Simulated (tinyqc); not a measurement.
Ion implantation: universal nuclear stopping, Lindhard-Scharff electronic stopping and a Gaussian range profile: one step, computed by the program tinyqc. Command: `OMP_NUM_THREADS=1 python tinyqc.py 3022069 3022070 out.jsonl implant walk`. One thread of a shared host (Intel(R) Xeon(R) Processor @ 2.30GHz), about 0.09 s of CPU time with the checks.

An ion slows by elastic collisions with screened nuclei and by friction with electrons; channelling is ignored and the target is uniform.

Task: Stopping at the entry energy. Reduced energy eps = 32.53 M2 E/(Z1 Z2 (M1 + M2)(Z1^0.23 + Z2^0.23)), E in keV; s_n = ln(1 + 1.1383 eps)/(2 (eps + 0.01321 eps^0.21226 + 0.19593 eps^0.5)) for eps up to 30 and ln(eps)/(2 eps) above; S_n = 8.462 Z1 Z2 M1 s_n/((M1 + M2)(Z1^0.23 + Z2^0.23)) in 1e-15 eV cm^2. S_e = k 3.83 Z1^(7/6) Z2/(Z1^(2/3) + Z2^(2/3))^(3/2) sqrt(E/M1) in 1e-15 eV cm^2, E in keV. dE/dx = N (S_n + S_e); 1e-15 eV cm^2 = 0.1 eV nm^2.

Inputs (values chosen for the exercise, modelled on germanium ions in germanium):

| quantity | value | unit |
|---|---|---|
| ion atomic number Z1 | 32 | - |
| ion mass M1 | 74 | u |
| target atomic number Z2 | 32 | - |
| target mass M2 | 72.63 | u |
| target density N | 44.2 | 1/nm^3 |
| ion energy E | 55 | keV |
| scale factor of electronic stopping k | 1.5 | - |

Give: reduced energy eps; s_n; S_n; S_e; energy loss dE/dx.

Result:

reduced energy eps = 0.1950

s_n = 0.3446

S_n = 339.5 x 1e-15 eV cm^2

S_e = 99.84 x 1e-15 eV cm^2

energy loss dE/dx = 1942 eV/nm

Nuclear stopping carries 77 % of the loss at entry.
